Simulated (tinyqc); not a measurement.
Tunnelling through a gate dielectric, WKB transmission and Tsu-Esaki current: two steps of the calculation.

Electrons leave the emitter at x = 0. Energies E (motion across the layers) are in eV from the emitter Fermi level; the collector Fermi level lies at -V and offers states at every E. No charge in the dielectric and no image force: F1 = V/t1, U = phi1 - F1 x. With C = hbar^2/(2 m0), kappa = sqrt(m (U - E)/C) where U > E and 0 elsewhere; T(E) = exp(-S), S = 2 times the integral of kappa over x.

Inputs (values chosen for the exercise); dielectric values close to those of silicon dioxide: temperature T = 300 K; Fermi energy of the emitter above its band bottom Ef = 1.6 eV; emitter mass in the supply function me = 0.5 m0; barrier of layer 1 above the emitter Fermi level at zero bias phi1 = 3.14 eV; tunnelling mass of layer 1 m1 = 0.51 m0; thickness of layer 1 t1 = 2.2 nm; voltage across the dielectric V = 0.8 V; energy of the electron followed E = 0 eV; cells in each layer nc = 6; lower end of the energy grid Ea = -1.4 eV; upper end of the energy grid Eb = 0.27 eV; points of the energy grid nE = 15.

Constants: q = 1.602176634e-19 C, kB = 1.380649e-23 J/K, hbar = 1.054571817e-34 J s, m0 = 9.1093837015e-31 kg, Vt = kB T/q, hbar^2/(2 m0) = 0.0380998212 eV nm^2. Results are converted to the units shown.

Problem 1. WKB exponent by the midpoint rule. Cut each layer into nc equal cells, take U and kappa at the cell centres, and sum S = 2 sum kappa h.

Wanted: x; U; kappa; S; T(E).

Solution 1.

```
cell  x (nm)  U (eV)  kappa (1/nm)
0     0.1833  3.0733        6.4140
1     0.5500  2.9400        6.2733
2     0.9167  2.8067        6.1294
3     1.2833  2.6733        5.9821
4     1.6500  2.5400        5.8310
5     2.0167  2.4067        5.6759
```

S = 26.624
T(E) = 2.7371e-12

Problem 2. Current density on a coarse energy grid. Each layer adds (2/F) sqrt(m/C) [G(u at its left edge) - G(u at its right edge)] to S, with u = U - E (0 where negative) and G(u) = (2/3) u^1.5. The slope follows from 1/d = -dS/dE.

J = J0 times the integral of T(E) N(E) dE, N = ln[(1 + exp(-E/Vt))/(1 + exp((-E - V)/Vt))], J0 = q^2 me m0 kB T/(2 pi^2 hbar^3) (times 1e-4 for A/cm^2 per eV), by Simpson's rule on nE equally spaced points from Ea to Eb.

Give: E; T(E); N; T(E) N; J0; J.

Solution 2.

```
point  E (eV)       T(E)         N     T(E) N
0      -1.400  6.029e-15     30.95  1.866e-13
1      -1.281  9.704e-15     30.95  3.003e-13
2      -1.161  1.573e-14     30.95  4.868e-13
3      -1.042  2.569e-14     30.95  7.950e-13
4      -0.923  4.229e-14     30.94  1.308e-12
5      -0.804  7.018e-14     30.32  2.128e-12
6      -0.684  1.175e-13     26.46  3.109e-12
7      -0.565  1.985e-13     21.86  4.338e-12
8      -0.446  3.386e-13     17.24  5.838e-12
9      -0.326  5.835e-13     12.63  7.367e-12
10     -0.207  1.016e-12     8.013  8.144e-12
11     -0.088  1.791e-12     3.431  6.145e-12
12      0.031  3.194e-12    0.2597  8.294e-13
13      0.151  5.771e-12  0.002934  1.693e-14
14      0.270  1.058e-11  2.912e-5  3.080e-16
```

J0 = 2.092e8 A/(cm^2 eV)
J = 0.001031 A/cm^2

The integrand peaks at E = -0.207 eV among these points.

tinyqc, about 0.02 s, one thread, Intel Xeon 2.30GHz (shared host): `OMP_NUM_THREADS=1 python tinyqc.py 2540085 2540086 out.jsonl`
